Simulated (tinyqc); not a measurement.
Moving the second set by strain or alloying: electrons shared among three sets of ellipsoidal valleys.

F_j(eta) = (1/Gamma(j + 1)) integral_0^infinity x^j dx/(1 + exp(x - eta)), which tends to exp(eta) for eta << 0.

Sets L, Gamma, Delta: N_i = M_i times N = 2 (m kB T/(4 pi c))^(3/2) with c = hbar^2/2m0, in 1/angstrom^3; times 1e24 for 1/cm^3, m = (ml mt^2)^(1/3); n = sum_i N_i F_1/2((EF - dE_i)/kT), energies from the edge of the first set; mu_drift = sum of share times mobility.

Constants: hbar^2/2m0 = 3.80998211 eV angstrom^2; kB = 8.617333262e-05 eV/K.

Parameters, chosen for this exercise (masses and offsets near those of Ge; mobilities are free inputs, held fixed; not measured data): dE = (0, 0.14, 0.203) eV (edges of L, Gamma, Delta above the first); M = (4, 1, 6) (valleys in each set); ml = (1.641, 0.041, 0.896) m0 (longitudinal masses of L, Gamma, Delta); mt = (0.0827, 0.041, 0.2075) m0 (transverse masses); mu = (3200, 17000, 1100) cm^2/(V s) (mobility of each set); n = 3.3e+16 1/cm^3 (total electron density); T = 400 K.

The second entry of dE is replaced by the values listed; a negative value puts that set lowest.

Populations:

| offset (eV) | EF (eV) | share L | share Gamma | share Delta | mu_drift |
|---|---|---|---|---|---|
| -0.100 | -0.2246 | 0.7348 | 0.2596 | 0.0057 | 6770 |
| -0.050 | -0.2169 | 0.9165 | 0.0764 | 0.0071 | 4240 |
| 0.000 | -0.2148 | 0.9734 | 0.0191 | 0.0075 | 3447 |
| 0.025 | -0.2145 | 0.9831 | 0.0093 | 0.0076 | 3313 |
| 0.050 | -0.2143 | 0.9878 | 0.0045 | 0.0076 | 3247 |
| 0.100 | -0.2142 | 0.9913 | 0.0011 | 0.0076 | 3199 |
| 0.150 | -0.2142 | 0.9921 | 0.0003 | 0.0076 | 3187 |
| 0.200 | -0.2142 | 0.9923 | 0.0001 | 0.0076 | 3185 |
| 0.300 | -0.2142 | 0.9923 | 0.0000 | 0.0076 | 3184 |

What can be read from this table?

The share of L goes from 0.735 to 0.992 and the mean mobility from 6770 to 3184 cm^2/(V s). L holds more than Gamma throughout. The share of Delta is at most 0.0076. With Boltzmann statistics the first two sets are equal at kT ln(N_2/N_1) = -0.1356 eV.

Program tinyqc; command `OMP_NUM_THREADS=1 python tinyqc.py 1652563 1652564 out.jsonl`; about 0.01 s on one thread of a shared Intel(R) Xeon(R) Processor @ 2.30GHz.
